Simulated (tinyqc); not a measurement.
Worked calculation: exchange-only LDA atom on a uniform radial grid, spin-unpolarised, for Be. Computed by tinyqc, a small Python program that keeps every step. Settings: Z = 4, points = 64, R = 10.2, functional = Slater exchange alone, mixing = 0.4, iteration cap = 50. Command: `OMP_NUM_THREADS=1 python tinyqc.py 20948 20949 out.jsonl` (the two numbers bound the seeds that draw the settings). One thread of a shared host (Intel(R) Xeon(R) Processor @ 2.60GHz), about 0.04 s of CPU time with the checks. Later iterations appear only in the table of the cycle.

## Iteration 1

Spherical atom on a uniform radial grid r_j = j h with h = R/(N + 1), h sum u^2 = 1 and integrals as h times sums, u(0) = u(R) = 0 (atomic units):

| parameter | value |
|---|---|
| Z | 4 |
| points N | 64 |
| R | 10.200000 |
| h | 0.156923 |
| mixing | 0.400000 |
| electrons in 1s | 2 |
| electrons in 2s | 2 |

Three-point differences turn -u''/2 + [l(l+1)/2r^2 - Z/r + V] u = e u into a tridiagonal matrix (diagonal 1/h^2 + potential, off-diagonal -1/2h^2). D = sum f u^2; the Hartree potential y/r solves y'' = -D/r with y(0) = 0, y(R) = N_e; v_xc comes from rho = D/(4 pi r^2); E = sum f e - int D V + int D (V_H/2 + eps_xc); V(new) = V + mixing (V_H + v_xc - V).

eigenvalues (hartree): 1s -7.337172, 2s -1.953036

Every 4th grid point:

| r | V in | u(1s) | u(2s) | D | V_H | v_xc |
|---|---|---|---|---|---|---|
| 0.627692 | 0.000000 | 0.864277 | -0.208964 | 1.581282 | 4.600366 | -0.673120 |
| 1.255385 | 0.000000 | 0.161635 | -0.857112 | 1.521535 | 2.890050 | -0.418630 |
| 1.883077 | 0.000000 | 0.022671 | -0.694399 | 0.965407 | 2.078371 | -0.274523 |
| 2.510769 | 0.000000 | 0.002827 | -0.393391 | 0.309529 | 1.586881 | -0.155102 |
| 3.138462 | 0.000000 | 0.000330 | -0.188079 | 0.070748 | 1.273728 | -0.081723 |
| 3.766154 | 0.000000 | 0.000037 | -0.081347 | 0.013235 | 1.062000 | -0.041390 |
| 4.393846 | 0.000000 | 4.04e-06 | -0.032925 | 0.002168 | 0.910354 | -0.020435 |
| 5.021538 | 0.000000 | 4.32e-07 | -0.012711 | 0.000323 | 0.796568 | -0.009912 |
| 5.649231 | 0.000000 | 4.55e-08 | -0.004736 | 0.000045 | 0.708061 | -0.004745 |
| 6.276923 | 0.000000 | 4.72e-09 | -0.001717 | 0.000006 | 0.637255 | -0.002249 |
| 6.904615 | 0.000000 | 4.86e-10 | -0.000609 | 7.41e-07 | 0.579323 | -0.001057 |
| 7.532308 | 0.000000 | 4.96e-11 | -0.000212 | 8.99e-08 | 0.531046 | -0.000494 |
| 8.160000 | 0.000000 | 0 | -0.000073 | 1.06e-08 | 0.490196 | -0.000229 |
| 8.787692 | 0.000000 | 0 | -0.000024 | 1.20e-09 | 0.455182 | -0.000106 |
| 9.415385 | 0.000000 | 0 | -0.000008 | 1.19e-10 | 0.424837 | -0.000047 |
| 10.043077 | 0.000000 | 0 | -1.16e-06 | 0 | 0.398284 | -0.000013 |

total energy = -12.00271757 hartree

## Iteration 2

As before.

eigenvalues (hartree): 1s -5.332103, 2s -1.045204

Every 4th grid point:

| r | V in | u(1s) | u(2s) | D | V_H | v_xc |
|---|---|---|---|---|---|---|
| 0.627692 | 1.570899 | 0.905034 | -0.081869 | 1.651579 | 4.336759 | -0.682950 |
| 1.255385 | 0.988568 | 0.208629 | -0.712624 | 1.102719 | 2.738847 | -0.376031 |
| 1.883077 | 0.721539 | 0.037579 | -0.738226 | 1.092778 | 2.020677 | -0.286101 |
| 2.510769 | 0.572712 | 0.006140 | -0.535988 | 0.574642 | 1.570645 | -0.190626 |
| 3.138462 | 0.476802 | 0.000952 | -0.331478 | 0.219757 | 1.269867 | -0.119240 |
| 3.766154 | 0.408244 | 0.000143 | -0.187094 | 0.070008 | 1.061168 | -0.072117 |
| 4.393846 | 0.355967 | 0.000021 | -0.099584 | 0.019834 | 0.910185 | -0.042739 |
| 5.021538 | 0.314662 | 3.04e-06 | -0.050892 | 0.005180 | 0.796535 | -0.024992 |
| 5.649231 | 0.281326 | 4.35e-07 | -0.025242 | 0.001274 | 0.708055 | -0.014477 |
| 6.276923 | 0.254003 | 6.17e-08 | -0.012236 | 0.000299 | 0.637254 | -0.008328 |
| 6.904615 | 0.231306 | 8.68e-09 | -0.005823 | 0.000068 | 0.579322 | -0.004764 |
| 7.532308 | 0.212221 | 1.22e-09 | -0.002728 | 0.000015 | 0.531046 | -0.002712 |
| 8.160000 | 0.195987 | 1.69e-10 | -0.001258 | 3.16e-06 | 0.490196 | -0.001534 |
| 8.787692 | 0.182031 | 2.35e-11 | -0.000564 | 6.35e-07 | 0.455182 | -0.000855 |
| 9.415385 | 0.169916 | 0 | -0.000227 | 1.03e-07 | 0.424837 | -0.000446 |
| 10.043077 | 0.159309 | 0 | -0.000039 | 3.05e-09 | 0.398284 | -0.000132 |

total energy = -12.64988398 hartree

## Convergence

Stop when input and output potentials agree to 1e-7.

Course of the cycle (hartree):

| iteration | E | e(1s) | e(2s) | largest \|V(out) - V(in)\| |
|---|---|---|---|---|
| 1 | -12.00271757 | -7.337172 | -1.953036 | 6.43e+00 |
| 2 | -12.64988398 | -5.332103 | -1.045204 | 3.27e+00 |
| 3 | -12.87392389 | -4.305010 | -0.602483 | 1.61e+00 |
| 4 | -12.94386805 | -3.791851 | -0.384176 | 7.60e-01 |
| 5 | -12.96335929 | -3.542679 | -0.275534 | 3.49e-01 |
| 6 | -12.96822039 | -3.424850 | -0.221027 | 1.56e-01 |
| 7 | -12.96933471 | -3.370171 | -0.193402 | 7.15e-02 |
| 8 | -12.96957778 | -3.345044 | -0.179212 | 3.33e-02 |
| 9 | -12.96962970 | -3.333523 | -0.171807 | 1.57e-02 |
| 10 | -12.96964079 | -3.328223 | -0.167875 | 7.50e-03 |
| 11 | -12.96964320 | -3.325766 | -0.165752 | 3.67e-03 |
| ... | ... | ... | ... | ... |
| 21 | -12.96964392 | -3.323526 | -0.163093 | 1.34e-05 |
| 22 | -12.96964392 | -3.323524 | -0.163088 | 8.04e-06 |
| 23 | -12.96964392 | -3.323523 | -0.163086 | 4.82e-06 |
| 24 | -12.96964392 | -3.323522 | -0.163084 | 2.89e-06 |
| 25 | -12.96964392 | -3.323522 | -0.163083 | 1.73e-06 |
| 26 | -12.96964392 | -3.323522 | -0.163082 | 1.04e-06 |
| 27 | -12.96964392 | -3.323522 | -0.163082 | 6.22e-07 |
| 28 | -12.96964392 | -3.323522 | -0.163082 | 3.73e-07 |
| 29 | -12.96964392 | -3.323522 | -0.163082 | 2.23e-07 |
| 30 | -12.96964392 | -3.323522 | -0.163082 | 1.34e-07 |
| 31 | -12.96964392 | -3.323522 | -0.163082 | 8.03e-08 |

Converged in 31 iterations. A uniform grid resolves the cusp poorly: for a bare nucleus this grid gives 1s at -7.33717 against -Z^2/2 = -8 hartree. Before convergence this energy mixes input and output and is not variational, so it may rise towards its limit.
